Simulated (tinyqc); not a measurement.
# Ballistic Schottky-barrier transistor with a one-dimensional channel, WKB contacts: two studies

Source Fermi level 0, drain Fermi level -Vd. Far from the contacts Ec = pn - psi, and the gate moves psi one to one; the band edges relax as exp(-x/lam) from pn at the source and pn - Vd at the drain; Ev = Ec - Eg. A carrier of energy w inside the channel band meets at a contact a barrier of height D (the contact edge beyond the channel edge): T = 1 for w >= D, else exp(-S), S = 4 lam sqrt(m/C) [sqrt(D - w) - sqrt(w) arctan sqrt((D - w)/w)], C = hbar^2/(2 m0). The two contacts combine as Ts Td/(Ts + Td - Ts Td).

Values chosen for this exercise; channel values close to those of a carbon nanotube:
- T = 300 K (temperature)
- Eg = 0.877 eV (band gap)
- pn = 0.4 eV (barrier for electrons at both contacts)
- mn = 0.06 m0 (electron mass)
- mp = 0.057 m0 (hole mass)
- g = 2 (valleys or subbands)
- lam = 1.3 nm (screening length at the contacts)
- Vd = 0.5 V (drain bias)
- ps = 0.5 V (band shift psi of the channel by the gate)

Constants: q = 1.602176634e-19 C, kB = 1.380649e-23 J/K, hbar = 1.054571817e-34 J s, h = 6.62607015e-34 J s, m0 = 9.1093837015e-31 kg, Vt = kB T/q, hbar^2/(2 m0) = 0.0380998212 eV nm^2. Results are converted to the units shown.

Each table varies one quantity; the others keep the values above.

## Effect of the drain bias on the off state

I = g (2 q^2/h) int T(w) [f(Es + w) - f(Ed + w)] dw, f(y) = 1/(1 + exp(y/Vt)). Electrons: Ds = psi, Dd = psi - Vd, Es = Ec, Ed = Ec + Vd. Holes: Ds = -psi, Dd = Vd - psi, Es = -Ev, Ed = -Ev - Vd. The size of each current is taken; both flow from drain to source and add. The integrals are converged. For each Vd, psi is set to the minimum of I.

Effect of the drain bias on the off state:
```
Vd (V),psi at the minimum (V),smallest I (uA)
0.05,-0.025,5.83e-7
0.17,0.037,4.94e-6
0.3,0.104,3.76e-5
0.42,0.165,2.56e-4
0.54,0.226,0.00182
0.67,0.292,0.0157
0.79,0.352,0.113
```

What does the table show?

The smallest current rises from 5.83e-7 to 0.113 uA, 7.13 decades a volt between the last two rows, and the minimum moves by 0.51 V a volt over the table: a larger Vd lets holes enter from the drain while electrons still enter from the source.

## Effect of the screening length

Same model as above.

Effect of the screening length:
```
lam (nm),current of the electrons (uA),share over the barriers (%),|d psi/d log10| of this current (mV/decade)
0.5,6.059,1.261e-5,215.8
1.6,0.9742,7.841e-5,176.2
2.6,0.2343,3.260e-4,153.5
3.7,0.05971,0.001279,139.7
4.8,0.01810,0.004220,133.6
5.9,0.006387,0.01196,133.0
6.9,0.002790,0.02738,136.1
8,0.001262,0.06051,142.7
```

The current falls from 6.06 to 0.00126 uA, while the share over the barriers rises from 1.26e-5 to 0.0605 %: the thermionic part does not depend on lam, and a thinner barrier adds tunnelling. The swing goes from 216 through a minimum of 133 (at lam = 5.9 nm among the rows listed) to 143 mV/decade.

Range of the model: No scattering, image-force lowering, channel charge or band-to-band tunnelling; parabolic kappa overstates S deep in the gap.

tinyqc, about 0.05 s, one thread, Intel Xeon 2.30GHz (shared host): `OMP_NUM_THREADS=1 python tinyqc.py 2390060 2390061 out.jsonl`
